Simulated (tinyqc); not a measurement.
Full spectrum, Debye and Einstein heat capacities: Born-von Karman spring model of a cubic crystal with one atom per cell. Computed by tinyqc, a small Python program. Command: `OMP_NUM_THREADS=1 python tinyqc.py 3016501 3016502 out.jsonl springs walk`. One thread of a shared host (Intel(R) Xeon(R) Processor @ 2.30GHz), about 0.2 s of CPU time with the checks.

First neighbours lie at a/2 (1,1,1) (8 of them), second at a (1,0,0) (6), with all permutations and signs; the volume per atom is Omega = a^3/2. Two shells of springs match a real metal only roughly, above all at the zone boundary.

Inputs (values chosen for the exercise, modelled on molybdenum):
```
quantity,value,unit
lattice constant a,3.147,angstrom
atomic mass M,95.95,u
radial spring k1L,4.05,eV/angstrom^2
transverse spring k1T,-0.031,eV/angstrom^2
radial spring k2L,3.9,eV/angstrom^2
transverse spring k2T,-0.18,eV/angstrom^2
```

Lattice: bcc.

Constants: 1 eV/angstrom^3 = 160.2176634 GPa; u = 1.6605390666e-27 kg; hbar = 1.054571817e-34 J s; k_B = 1.380649e-23 J/K; nu for 1 eV/(angstrom^2 u) = 15.6333042 THz; h x 1 THz = 4.135667696 meV; k_B = 8.617333262e-05 eV/K.

Method:
- [ij,kl] = (1/(2 Omega)) sum_R K_ij R_k R_l; C11 = [xx,xx], C44 = [xx,yy], C12 = 2 [xy,xy] - C44; B = (C11 + 2 C12)/3; Zener ratio A = 2 C44/(C11 - C12). K(R) = kL n n^T + kT (1 - n n^T).
- rho = M/Omega and v = sqrt(C/rho), with C = C11, C44, C44 along [100]; (C11 + C12 + 2 C44)/2, C44, (C11 - C12)/2 along [110]; (C11 + 2 C12 + 4 C44)/3 and twice (C11 - C12 + C44)/3 along [111].
- Christoffel matrix G_xx = C11 n_x^2 + C44 (1 - n_x^2), G_xy = (C12 + C44) n_x n_y, with eigenvalues rho v^2; v_m^-3 is the mean of v^-3 over three branches and all directions (12 Gauss-Legendre points in cos(theta) times 24 angles phi = (j + 1/2) pi/12); q_D = (6 pi^2/Omega)^(1/3); Theta = hbar v_m q_D/k_B.
- A neighbour at R with unit vector n couples by the matrix K(R) = kL n n^T + kT (1 - n n^T), and D(q) = (1/M) sum_R K(R) [1 - cos(q.R)].
- An eigenvalue lambda of D in eV/(angstrom^2 u) gives nu = 15.6333042 THz x sqrt(lambda).
- Mesh: q = sum_i (m_i + 1/2)/n b_i, m_i = 0..n-1, with b = [[0, 1, 1], [1, 0, 1], [1, 1, 0]] in 2 pi/a; sums are averages over the n^3 points (here n = 14), per atom.
- With x = h nu/(k_B T) and n = 1/(exp(x) - 1) for each mode: F = k_B T [x/2 + ln(1 - exp(-x))], U = k_B T x (n + 1/2), S/k_B = x n - ln(1 - exp(-x)), C/k_B = x^2 n (n + 1).
- Debye: C = 9 k_B (T/Theta)^3 int_0^(Theta/T) x^4 e^x/(e^x - 1)^2 dx with the elastic Theta. Einstein: three modes at the root-mean-square frequency. The last column is the Theta that makes the Debye formula give the full C at that T.

elastic Debye temperature = 491.497 K

root-mean-square frequency = 6.7173 THz

Heat capacity (k_B/atom):
```
T (K),full spectrum,Debye,Einstein,Theta from C (K)
59,0.5653,0.3737,0.3827,415.29
88,1.2186,0.9138,1.0876,413.25
120,1.7668,1.4667,1.6984,413.86
170,2.2672,2.0427,2.2421,414.77
250,2.6234,2.4917,2.6167,415.46
370,2.8188,2.7511,2.8172,415.84
490,2.8946,2.8543,2.8941,415.99
740,2.9531,2.9349,2.9530,416.10
```

The apparent Theta runs from 413 to 416 K against the elastic 491 K; at high T it tends to sqrt(5/3) h nu_rms/k_B = 416 K. At the lowest T the Debye value is 0.66 and the Einstein value 0.68 times the full one; dispersion bends the branches below the sound lines, so the real spectrum has more low modes than Debye assumes. At the highest T Debye misses by 0.62 % and Einstein by 0.0035 %.

Extremes, crossings and ranges named in words are read from the listed rows.
